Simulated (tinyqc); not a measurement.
Comparisons within one model: sp3s* tight binding with spin-orbit coupling. A value that a table varies takes the place of the one given here.

sp3s* tight binding, nearest neighbours only: anion (a) at 0, cation (c) at a/4 (1,1,1), orbitals s, px, py, pz, s* on each; k in units of 2 pi/a. With phases e_j = exp(i (pi/2) k.n_j) for n = (1,1,1), (1,-1,-1), (-1,1,-1), (-1,-1,1): g0 = (e1+e2+e3+e4)/4, g1 = (e1+e2-e3-e4)/4, g2 = (e1-e2+e3-e4)/4, g3 = (e1-e2-e3+e4)/4. The diagonal holds the levels Esa, Epa, Exa (s*) and Esc, Epc, Exc. Anion-cation block: <sa|sc> = Vss g0; <sa|xc> = Vsapc g1; <xa|sc> = -Vscpa g1; <xa|xc> = Vxx g0; <xa|yc> = <ya|xc> = Vxy g3, <xa|zc> = <za|xc> = Vxy g2, <ya|zc> = <za|yc> = Vxy g1; <s*a|xc> = Vxapc g1; <xa|s*c> = -Vpaxc g1; y and z take g2 and g3 in place of g1; s-s* and s*-s* vanish.

Spin-orbit coupling acts within the p shell of each atom as (D/3) L.sigma, D = Da or Dc: it puts four states at Ep + D/3 and two at Ep - 2D/3.

Inputs chosen for the exercise (near a published set for GaSb, fitted to gaps, whose masses and valley positions are rough; spin-orbit coupling, where it is added without a refit, lifts the valence top and shrinks all gaps by about a third of the splitting; the results hold for these values, not for the real material):
- Esa = -7.366 eV (s level of the anion)
- Epa = 0.851 eV (p level of the anion)
- Esc = -3.925 eV (s level of the cation)
- Epc = 2.928 eV (p level of the cation)
- Exa = 6.621 eV (s* level of the anion)
- Exc = 5.99 eV (s* level of the cation)
- Vss = -6.127 eV (s-s)
- Vxx = 1.58 eV (px-px)
- Vxy = 4.153 eV (px-py)
- Vsapc = 4.904 eV (s anion, p cation)
- Vscpa = 4.657 eV (s cation, p anion)
- Vxapc = 5.041 eV (s* anion, p cation)
- Vpaxc = 4.249 eV (p anion, s* cation)
- Da = 0.953 eV (atomic spin-orbit splitting, anion)
- Dc = 0.178 eV (the same, cation)
- eta = 3 (scaling exponent)
- D001 = 0.88 (ratio -ezz/exx)

## What the s* orbital does

The s* couplings Vxapc and Vpaxc are scaled by f; f = 0 is the plain sp3 model. Gaps from the top of the valence band at Gamma; the Delta value is the minimum on (x,0,0), 0.5 <= x <= 1.

Gaps (eV):
```
f,Gamma,Delta,L,x of the minimum
0.00,0.4635,2.7132,1.9564,0.500
0.25,0.4635,2.5998,1.8341,0.500
0.50,0.4635,2.3053,1.5170,0.500
0.75,0.4635,1.7295,1.0970,0.879
0.90,0.4635,1.2288,0.8252,0.857
1.00,0.4635,0.8503,0.6418,0.876
1.10,0.4635,0.4472,0.4582,0.910
```

What does this show, and why?

The gap at Gamma stays, since g1 to g3 vanish there. From f = 0 to 1 the s* levels lower the Delta value by 1.863 eV and L by 1.315 eV. For f = 0, 0.25 and 0.5 the least value lies at x = 0.5, the end of the range: any valley further out lies above that value until s* has lowered it enough. The lowest of the three is Gamma at both f = 0 and f = 1.

## Hydrostatic strain (sp3s* tight binding with spin-orbit coupling, strained)

Strain e moves each bond vector to d = (1 + e) d0 (no internal displacement for the diagonal strains used here) and k is given in fractions of the strained reciprocal cell, so the phases stay. Two-centre values Vss_sigma = Vss/4, Vsp_sigma = sqrt3 V/4 for each s-p and s*-p pair, Vpp_sigma = (Vxx + 2 Vxy)/4, Vpp_pi = (Vxx - Vxy)/4 are scaled by (d0/d)^eta and combined with the new direction cosines; the levels on the diagonal stay.

exx = eyy = ezz = e. Gaps as measured from the top of the valence band; the deformation potentials are (gap(0.01) - gap(-0.01))/0.06.

Gaps (eV):
```
e,Gamma,Delta,L,x of the minimum
-0.03,1.1622,0.8361,0.9610,0.868
-0.02,0.9190,0.8414,0.8488,0.873
-0.01,0.6863,0.8464,0.7424,0.875
0.00,0.4635,0.8503,0.6418,0.876
0.01,0.2501,0.8513,0.5469,0.876
0.02,0.0456,0.8469,0.4577,0.878
0.03,0.0000,0.8337,0.3741,0.888
```

gap deformation potentials (eV): Gamma -7.271, Delta 0.082, L -3.257

What does this show, and why?

Per unit of volume strain the gaps move by -7.27 (Gamma), +0.08 (Delta) and -3.26 eV (L). The lowest valley changes from the Delta line to Gamma between e = -0.02 and -0.01. These potentials follow from the one exponent eta, which fitted models replace by one for each integral; with it the sizes are rough, the sign for Delta can be wrong (in Si, Ge and the III-V crystals measured values are small and positive), and the pressures at which valleys cross, and which valley takes over, are rough too. A gap of zero, where one is listed, marks an s level that has sunk below the valence top.

## Biaxial strain splits the top of the valence band (sp3s* tight binding, strained)

No spin-orbit coupling; k = 0; exx = eyy = e, ezz = -D001 e. The four bonds keep equal lengths, and the sums over them give Vxx(e) for px and py and Vzz(e) for pz; each level is the lower root of [[Epa, V], [V, Epc]], and the s level the upper root of the s block. The shear potential b follows from E(x,y) - E(z) = 3 b (exx - ezz), taken as the slope between e = -0.005 and 0.005.

Couplings and levels at Gamma (eV):
```
e,ezz,Vxx(e),Vzz(e),"E(x,y)",E(z),"E(x,y) - E(z) (meV)",upper s level
-0.020,0.0176,1.5073,1.8309,0.0591,-0.2154,274.5,0.8498
-0.010,0.0088,1.5446,1.7036,0.0282,-0.1057,133.9,0.7844
-0.005,0.0044,1.5626,1.6414,0.0133,-0.0528,66.1,0.7515
0.005,-0.0044,1.5969,1.5196,-0.0154,0.0490,-64.4,0.6854
0.010,-0.0088,1.6134,1.4600,-0.0292,0.0978,-127.0,0.6522
0.020,-0.0176,1.6448,1.3437,-0.0557,0.1912,-246.9,0.5857
```

b = -2.313 eV

What does this show, and why?

Under tension in the plane (e > 0) the bonds tilt towards the plane, Vxx grows to 1.6134 and Vzz falls to 1.4600 eV at e = 0.01, and the pz state forms the top of the valence band, by 127.0 meV; under compression (e = -0.01) the px, py pair does, by 133.9 meV. The slope gives b = -2.31 eV, a rough value, since on-site strain terms are left out (measured values lie near -2 eV).

## What each parameter does

Gaps from the top of the valence band at Gamma; Delta is the minimum on (x,0,0), 0.5 <= x <= 1. Each row changes one parameter from the base and keeps the others.

Results:
```
case,Ev (eV),gap Gamma (eV),gap Delta (eV),gap L (eV)
base,0.2550,0.4635,0.8503,0.6418
Esa = -7.066 eV,0.2550,0.5746,0.8726,0.6965
Epa = 0.651 eV,0.1031,0.6154,0.9670,0.7642
Esc = -4.225 eV,0.2550,0.2746,0.8214,0.5401
Exa = 6.321 eV,0.2550,0.4635,0.7552,0.6115
Vsapc = 5.204 eV,0.2550,0.4635,0.9213,0.7268
Exc = 5.79 eV,0.2550,0.4635,0.8254,0.6261
```

How do the results move?

The largest shifts from the base row, up to three for each result and ties (the steps differ in size, so this ranks the rows, not the parameters). Ev (eV): Epa -0.1519; unchanged at the printed digits by Esa, Esc, Exa, Vsapc and Exc. gap Gamma (eV): Esc -0.1889, Epa +0.1519, Esa +0.1111; unchanged at the printed digits by Exa, Vsapc and Exc. gap Delta (eV): Epa +0.1167, Exa -0.0951, Vsapc +0.0711. gap L (eV): Epa +0.1225, Esc -0.1016, Vsapc +0.0851. Exa, Vsapc and Exc cannot move Ev or the gap at Gamma, whose blocks do not hold them; s parameters never move Ev, and move the gap only where the lowest empty level at Gamma is s-like.

Program tinyqc; command `OMP_NUM_THREADS=1 python tinyqc.py 1450331 1450332 out.jsonl`; about 0.1 s on one thread of a shared Intel(R) Xeon(R) Processor @ 2.30GHz.
